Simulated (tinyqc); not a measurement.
What moves the results: tunnelling through a thin dielectric with one trap, as a tight-binding chain. A value that a table varies takes the place of the one given here.

Hopping -t everywhere, t = c/(m a^2), c = hbar^2/2m0; lead sites at 2t (band bottom 0), barrier sites 1 to N at 2t + phi, and site j has U besides. No voltage. Leads give S = -t exp(ika) on sites 1 and N, cos(ka) = 1 - E/(2t). T = (2 t sin(ka))^2 |G_1N|^2, G = (E - H - S)^-1. In the barrier cosh(q a) = 1 + (phi - E)/(2t).

Resonance: the lowest eigenvalue of H + S(E), iterated until its real part equals E (40 rounds from Eb = phi + 2t - sqrt(4t^2 + U^2), the level in an endless barrier). With v the normalised squared amplitudes of that state, Gamma_L = 2 t sin(ka) v_1, Gamma_R = 2 t sin(ka) v_N; Breit-Wigner T = Gamma_L Gamma_R/((E - Er)^2 + (Gamma_L + Gamma_R)^2/4).

Constants: hbar^2/2m0 = 3.80998211 eV angstrom^2.

Parameters, chosen for this exercise (barrier and mass of the size used for SiO2 on silicon; shifted at random, so the results belong to these values and not to a real crystal):

| symbol | value | unit | meaning |
|---|---|---|---|
| a | 2.5 | angstrom | site spacing |
| m | 0.44 | m0 | mass, the same in leads and barrier |
| phi | 3.3 | eV | conduction edge of the barrier above that of the leads |
| N | 10 |  | barrier sites |
| j | 4 |  | site of the trap |
| U | -4.68 | eV | extra energy on the trap site |
| E | 0.5 | eV | electron energy |

## Transmission around the level

Er = 0.63192 eV

widths (meV): left 0.83798, right 0.00035328

Energies Er + x (Gamma_L + Gamma_R).

T:

| x | E (eV) | chain | Breit-Wigner | no trap |
|---|---|---|---|---|
| -8.0 | 0.6252 | 6.36e-06 | 6.56e-06 | 1.76e-11 |
| -3.0 | 0.6294 | 4.50e-05 | 4.55e-05 | 1.80e-11 |
| -1.0 | 0.6311 | 0.000336 | 0.000337 | 1.82e-11 |
| -0.5 | 0.6315 | 0.000841 | 0.000842 | 1.82e-11 |
| 0.0 | 0.6319 | 0.00168 | 0.00168 | 1.83e-11 |
| 0.5 | 0.6323 | 0.000844 | 0.000842 | 1.83e-11 |
| 1.0 | 0.6328 | 0.000338 | 0.000337 | 1.83e-11 |
| 3.0 | 0.6344 | 4.61e-05 | 4.55e-05 | 1.85e-11 |
| 8.0 | 0.6386 | 6.77e-06 | 6.56e-06 | 1.89e-11 |

At Er the chain gives 0.00168, 9.23e+07 times the value without trap, and Breit-Wigner 0.00168. In the wings the single pole gives 1.03 times the chain value at x = -8 and 0.969 times at x = 8, because the widths and the level shift change with energy.

## Where a trap does most harm

The trap is moved through the barrier. The area under the resonance, 2 pi Gamma_L Gamma_R/(Gamma_L + Gamma_R), sets the current through it.

Against position:

| j | Er (eV) | Gamma_L (meV) | Gamma_R (meV) | peak | area (meV) |
|---|---|---|---|---|---|
| 3 | 0.6294 | 11.1 | 2.62e-05 | 9.44e-06 | 0.000165 |
| 4 | 0.6319 | 0.838 | 0.000353 | 0.00168 | 0.00222 |
| 5 | 0.6321 | 0.0629 | 0.00471 | 0.260 | 0.0276 |
| 6 | 0.6321 | 0.00471 | 0.0629 | 0.260 | 0.0276 |
| 7 | 0.6319 | 0.000353 | 0.838 | 0.00168 | 0.00222 |
| 8 | 0.6294 | 2.62e-05 | 11.1 | 9.44e-06 | 0.000165 |

The area is largest at j = 5 and 6 (0.0276 meV) and 167 times smaller at j = 3: the slower of the two steps limits the current, so traps in the middle carry most. Each site towards a lead multiplies its width by about 13.34, close to exp(2 q a) = 13.34 at Eb.

## Direct against trap-assisted paths

N odd, the trap in the middle, j = (N + 1)/2. Direct T is that without trap at the energy Er; area = 2 pi Gamma_L Gamma_R/(Gamma_L + Gamma_R). The exponents are the slopes of the logarithms between the last two rows, per angstrom.

Against thickness:

| N | N a (angstrom) | Er (eV) | direct T | area (meV) |
|---|---|---|---|---|
| 5 | 12.5 | 0.6266 | 7.58e-06 | 34.7 |
| 7 | 17.5 | 0.6317 | 4.33e-08 | 2.63 |
| 9 | 22.5 | 0.6321 | 2.44e-10 | 0.198 |
| 11 | 27.5 | 0.6321 | 1.37e-12 | 0.0148 |
| 13 | 32.5 | 0.6321 | 7.71e-15 | 0.00111 |
| 15 | 37.5 | 0.6321 | 4.33e-17 | 8.33e-05 |
| 17 | 42.5 | 0.6321 | 2.44e-19 | 6.25e-06 |

exponents (1/angstrom): direct 1.0362, through the trap 0.5181

The direct path falls as exp(-1.036 d) and the path through a central trap as exp(-0.518 d), 2.00 times more slowly, since each step crosses half the layer. From 5 to 17 sites the first loses 13.5 decades and the second 6.7: in thicker layers even few traps rule the leakage. Inelastic capture with phonons is left out.

## What each parameter does

Resonance and log10 T at E. Each row changes one parameter from the base and keeps the others.

Results:

| case | Er (eV) | Gamma_L (meV) | Gamma_R (meV) | log10 T |
|---|---|---|---|---|
| base | 0.6319 | 0.8380 | 0.0003533 | -8.041 |
| m = 0.405 m0 | 0.7455 | 1.390 | 0.0008949 | -8.169 |
| phi = 3.4 eV | 0.7320 | 0.8665 | 0.0003653 | -8.691 |
| N = 11 | 0.6319 | 0.8380 | 2.649e-05 | -9.190 |
| j = 3 | 0.6294 | 11.11 | 2.623e-05 | -8.023 |
| U = -4.54 eV | 0.7519 | 1.011 | 0.0004984 | -8.606 |

The largest shifts from the base row, up to three for each result and ties (the steps differ in size, so this ranks the rows, not the parameters). Er (eV): U +0.1200, m +0.1136, phi +0.1000; unchanged at the printed digits by N. Gamma_L (meV): j +10.3, m +0.552, U +0.173; unchanged at the printed digits by N. Gamma_R (meV): m +0.000542, j -0.000327, N -0.000327. log10 T: N -1.149, phi -0.650, U -0.565.

(tinyqc, `OMP_NUM_THREADS=1 python tinyqc.py 1481952 1481953 out.jsonl`, Intel(R) Xeon(R) Processor @ 2.30GHz, 1 thread, shared host, about 0.1 s.)
